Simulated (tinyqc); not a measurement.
Worked calculation: empirical pseudopotential in a few plane waves. One step of it, computed by the program tinyqc.

Task: Levels at k. Diagonalise the Hermitian matrix.

H(k) at k (eV):
```
                     +0+0+0               -1-1-1               -1-1+1               -1+1-1
+0+0+0             1.907743   2.385928+0.557999i  -2.385928+0.557999i  -2.385928+0.557999i
-1-1-1   2.385928-0.557999i            21.714083   0.000000-1.224512i   0.000000-1.224512i
-1-1+1  -2.385928-0.557999i   0.000000+1.224512i             9.850387            -0.068028
-1+1-1  -2.385928-0.557999i   0.000000+1.224512i            -0.068028            25.132436
-1+1+1  -2.385928+0.557999i             0.068028   0.000000+1.224512i   0.000000+1.224512i
+1-1-1  -2.385928-0.557999i   0.000000+1.224512i            -0.068028            -0.068028
+1-1+1  -2.385928+0.557999i             0.068028   0.000000+1.224512i             0.000000
+1+1-1  -2.385928+0.557999i             0.068028             0.000000   0.000000+1.224512i
+1+1+1   2.385928+0.557999i             0.000000             0.068028             0.068028
-2+0+0   0.000000-1.224512i  -2.385928+0.557999i  -2.385928-0.557999i  -2.385928-0.557999i
+0-2+0   0.000000-1.224512i  -2.385928+0.557999i  -2.385928-0.557999i   0.327103-0.346344i
+0+0-2   0.000000-1.224512i  -2.385928+0.557999i   0.327103-0.346344i  -2.385928-0.557999i
+0+0+2   0.000000+1.224512i  -0.327103-0.346344i   2.385928+0.557999i  -0.327103+0.346344i
+0+2+0   0.000000+1.224512i  -0.327103-0.346344i  -0.327103+0.346344i   2.385928+0.557999i
+2+0+0   0.000000+1.224512i  -0.327103-0.346344i  -0.327103+0.346344i  -0.327103+0.346344i

                     -1+1+1               +1-1-1               +1-1+1               +1+1-1
+0+0+0  -2.385928-0.557999i  -2.385928+0.557999i  -2.385928-0.557999i  -2.385928-0.557999i
-1-1-1             0.068028   0.000000-1.224512i             0.068028             0.068028
-1-1+1   0.000000-1.224512i            -0.068028   0.000000-1.224512i             0.000000
-1+1-1   0.000000-1.224512i            -0.068028             0.000000   0.000000-1.224512i
-1+1+1            13.268740             0.000000            -0.068028            -0.068028
+1-1-1             0.000000            20.708685   0.000000-1.224512i   0.000000-1.224512i
+1-1+1            -0.068028   0.000000+1.224512i             8.844989            -0.068028
+1+1-1            -0.068028   0.000000+1.224512i            -0.068028            24.127038
+1+1+1   0.000000+1.224512i             0.068028   0.000000+1.224512i   0.000000+1.224512i
-2+0+0   2.385928-0.557999i   0.327103-0.346344i  -0.327103-0.346344i  -0.327103-0.346344i
+0-2+0  -0.327103-0.346344i  -2.385928-0.557999i   2.385928-0.557999i  -0.327103-0.346344i
+0+0-2  -0.327103-0.346344i  -2.385928-0.557999i  -0.327103-0.346344i   2.385928-0.557999i
+0+0+2  -2.385928+0.557999i  -0.327103+0.346344i  -2.385928+0.557999i   0.327103+0.346344i
+0+2+0  -2.385928+0.557999i  -0.327103+0.346344i   0.327103+0.346344i  -2.385928+0.557999i
+2+0+0   0.327103+0.346344i   2.385928+0.557999i  -2.385928+0.557999i  -2.385928+0.557999i

                     +1+1+1               -2+0+0               +0-2+0               +0+0-2
+0+0+0   2.385928-0.557999i   0.000000+1.224512i   0.000000+1.224512i   0.000000+1.224512i
-1-1-1             0.000000  -2.385928-0.557999i  -2.385928-0.557999i  -2.385928-0.557999i
-1-1+1             0.068028  -2.385928+0.557999i  -2.385928+0.557999i   0.327103+0.346344i
-1+1-1             0.068028  -2.385928+0.557999i   0.327103+0.346344i  -2.385928+0.557999i
-1+1+1   0.000000-1.224512i   2.385928+0.557999i  -0.327103+0.346344i  -0.327103+0.346344i
+1-1-1             0.068028   0.327103+0.346344i  -2.385928+0.557999i  -2.385928+0.557999i
+1-1+1   0.000000-1.224512i  -0.327103+0.346344i   2.385928+0.557999i  -0.327103+0.346344i
+1+1-1   0.000000-1.224512i  -0.327103+0.346344i  -0.327103+0.346344i   2.385928+0.557999i
+1+1+1            12.263342  -0.327103-0.346344i  -0.327103-0.346344i  -0.327103-0.346344i
-2+0+0  -0.327103+0.346344i            23.021100            -0.068028            -0.068028
+0-2+0  -0.327103+0.346344i            -0.068028            18.597349            -0.068028
+0+0-2  -0.327103+0.346344i            -0.068028            -0.068028            33.879398
+0+0+2  -2.385928-0.557999i             0.068028             0.068028             0.000000
+0+2+0  -2.385928-0.557999i             0.068028             0.000000             0.068028
+2+0+0  -2.385928-0.557999i             0.000000             0.068028             0.068028

                     +0+0+2               +0+2+0               +2+0+0
+0+0+0   0.000000-1.224512i   0.000000-1.224512i   0.000000-1.224512i
-1-1-1  -0.327103+0.346344i  -0.327103+0.346344i  -0.327103+0.346344i
-1-1+1   2.385928-0.557999i  -0.327103-0.346344i  -0.327103-0.346344i
-1+1-1  -0.327103-0.346344i   2.385928-0.557999i  -0.327103-0.346344i
-1+1+1  -2.385928-0.557999i  -2.385928-0.557999i   0.327103-0.346344i
+1-1-1  -0.327103-0.346344i  -0.327103-0.346344i   2.385928-0.557999i
+1-1+1  -2.385928-0.557999i   0.327103-0.346344i  -2.385928-0.557999i
+1+1-1   0.327103-0.346344i  -2.385928-0.557999i  -2.385928-0.557999i
+1+1+1  -2.385928+0.557999i  -2.385928+0.557999i  -2.385928+0.557999i
-2+0+0             0.068028             0.068028             0.000000
+0-2+0             0.068028             0.000000             0.068028
+0+0-2             0.000000             0.068028             0.068028
+0+0+2            10.152006            -0.068028            -0.068028
+0+2+0            -0.068028            25.434055            -0.068028
+2+0+0            -0.068028            -0.068028            21.010304
```

Give: eigenvalues.

Result:

eigenvalues (eV): -3.0539  5.7290  9.0739  9.5907  12.9788  14.8505  17.1334  19.0347  20.2422  22.5263  24.2280  25.3927  27.4471  28.8552  35.8829
